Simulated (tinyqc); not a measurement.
# Quasi-harmonic thermal expansion with mode Grueneisen parameters, step by step

A worked calculation. Computed by tinyqc, a small Python program that keeps every step. Command: `OMP_NUM_THREADS=1 python tinyqc.py 3015749 3015750 out.jsonl qha walk`. One thread of a shared host (Intel(R) Xeon(R) Processor @ 2.30GHz), about 0.03 s of CPU time with the checks. Intermediate numbers are printed to about 5 digits and carried at full precision; extremes and crossings named in words are read from the listed rows.

A crystal with two atoms a cell; per atom there are 1 transverse acoustic (TA), 1/2 longitudinal acoustic (LA) and 3/2 optical (O) modes. Every frequency of group i scales as nu_i (V/V0)^(-gamma_i). Each group has one frequency. Static energy: E = (9 V0 B0/16) [y^3 B' + y^2 (2 - 4 y)], y = (V0/V)^(2/3) - 1, with pressure P_s = (3 B0/2) (z^7 - z^5) [1 + (3/4)(B' - 4)(z^2 - 1)], z = (V0/V)^(1/3).

Inputs (values chosen for the exercise, for a model crystal):
```
quantity,value,unit
static volume V0,17.5,angstrom^3/atom
static bulk modulus B0,42.4,GPa
static B',5.39,-
frequency nu_TA,2.76,THz
frequency nu_LA,5.92,THz
frequency nu_O,8.81,THz
Grueneisen parameter gamma_TA,0.22,-
Grueneisen parameter gamma_LA,1.5,-
Grueneisen parameter gamma_O,1.8,-
temperature T,120,K
step factor f,2.3,-
```

Acoustic groups: Einstein.

Constants: h x 1 THz = 4.135667696 meV; k_B = 8.617333262e-05 eV/K; 1 eV/angstrom^3 = 160.2176634 GPa.

## Mode groups at the static volume

For a mode with x = h nu/(k_B T), n = 1/(exp(x) - 1): U = h nu (n + 1/2), C/k_B = x^2 n (n + 1); U_i and C_i sum these over group i with its weight per atom. Phonon pressure P_ph = sum_i gamma_i U_i/V.

Groups:
```
group,h nu_i/(k_B T),U_i (meV),C_i (k_B),gamma_i C_i (k_B)
TA,1.1038,11.370,0.90436,0.19896
LA,2.3676,7.3865,0.31975,0.47962
O,3.5234,28.988,0.58320,1.0498
```

phonon pressure at V0 = 0.60204 GPa

## Grueneisen's estimate

gamma_th = sum gamma_i C_i / sum C_i; volume expansion coefficient alpha_V = gamma_th C k_B/(B0 V0); linear coefficient alpha_V/3; first-order volume change P_ph/B0.

heat capacity C at V0 = 1.8073 k_B/atom

gamma_th at V0 = 0.95631

linear expansion, Grueneisen estimate = 10.720 ppm/K

first-order volume change = 1.4199 %

The O group gives the largest part of the expansion.

## Equilibrium volume by iteration

Start at V0 and step V(new) = V [1 + f (P_s + P_ph)/B0]; stop when |P_s + P_ph| < 1e-8 GPa, after 60 steps, or when V leaves 0.7 to 1.3 V0.

Iterations:
```
step,V (angstrom^3),P_s + P_ph (GPa)
0,17.500,0.6020
1,18.072,-0.6894
2,17.396,0.8678
3,18.215,-0.9731
4,17.253,1.2476
5,18.421,-1.3567
6,17.065,1.7795
7,18.712,-1.8522
8,16.832,2.4900
...,...,...
51,20.619,-4.0460
52,16.094,5.1837
53,20.619,-4.0460
54,16.094,5.1837
55,20.619,-4.0460
56,16.094,5.1837
57,20.619,-4.0460
58,16.094,5.1837
59,20.619,-4.0460
```

converged (1 yes, 0 no) = 0

volume V(T) = 16.094 angstrom^3/atom

Not converged: the residual has stopped falling and repeats with period one or two: the iteration swings between two states. Near the solution each step multiplies the error by about 1 - f B/B0, with f = 2.3.

Reruns converge with step factor f = 1.0; or with step factor f = 0.6.
